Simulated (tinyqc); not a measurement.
## Off-state leakage of single and stacked transistors: subthreshold current against the height of the stack

n-channel devices of unit width. Subthreshold current I(Vg, Vs, Vd) = I0 (T/300 K)^0.5 exp[(Vg - Vs - VT(T) - gb (Vs - Vb) + dd (Vd - Vs))/(nf Vt)] (1 - exp(-(Vd - Vs)/Vt)), VT(T) = VT - cT (T - 300 K). Gate-edge tunnelling Ig (Vd/1 V) exp(ag (Vd - 1 V)), for a gate at 0 V, and band-to-band leakage Ab u exp(-Bb/u), u = Vd - Vb + 1 V, flow at a drain held at V; both are taken as independent of T. In a stack of off transistors (all gates at 0 V) the same subthreshold current passes through each.

All n gates at 0 V, bottom source at 0 V, top drain at V; node voltages follow from equal currents.

Parameters, values chosen for the exercise; values of the order met in bulk silicon logic transistors:
- T = 358 K (temperature)
- V = 0.8 V (supply voltage)
- VT = 0.28 V (threshold at 300 K, zero drain and body bias)
- cT = 0.7 mV/K (fall of the threshold with temperature)
- I0 = 0.12 uA/um (current at threshold at 300 K)
- nf = 1.22 (slope factor)
- dd = 0.08 (drain-induced lowering per volt)
- gb = 0.18 (rise of the threshold per volt of source-body bias)
- Vb = -0.6 V (body voltage)

Constants: q = 1.602176634e-19 C, kB = 1.380649e-23 J/K, Vt = kB T/q. Results are converted to the units shown.

Subthreshold current against the height of the stack:

| n | I (nA/um) | reduction factor | drain voltage of the bottom device (mV) | source voltage of the top device (mV) | voltage across the top device (V) |
|---|---|---|---|---|---|
| 1 | 0.07037 | 1.000 | 800.0 | 0 | 0.8000 |
| 2 | 0.01183 | 5.948 | 53.26 | 53.26 | 0.7467 |
| 3 | 0.006323 | 11.13 | 19.69 | 71.98 | 0.7280 |
| 4 | 0.004302 | 16.36 | 12.18 | 83.48 | 0.7165 |
| 5 | 0.003257 | 21.61 | 8.824 | 91.79 | 0.7082 |
| 6 | 0.002620 | 26.86 | 6.918 | 98.30 | 0.7017 |

The second transistor cuts the current by a factor of 5.95, the third by a further 1.87 and the sixth by 1.24. The top device keeps 87.7 % of the supply at n = 6, while the drain voltage of the bottom one falls to 0.224 Vt.

Program tinyqc, `OMP_NUM_THREADS=1 python tinyqc.py 2242174 2242175 out.jsonl`; Intel Xeon 2.30GHz, shared host, one thread, about 0.03 s.
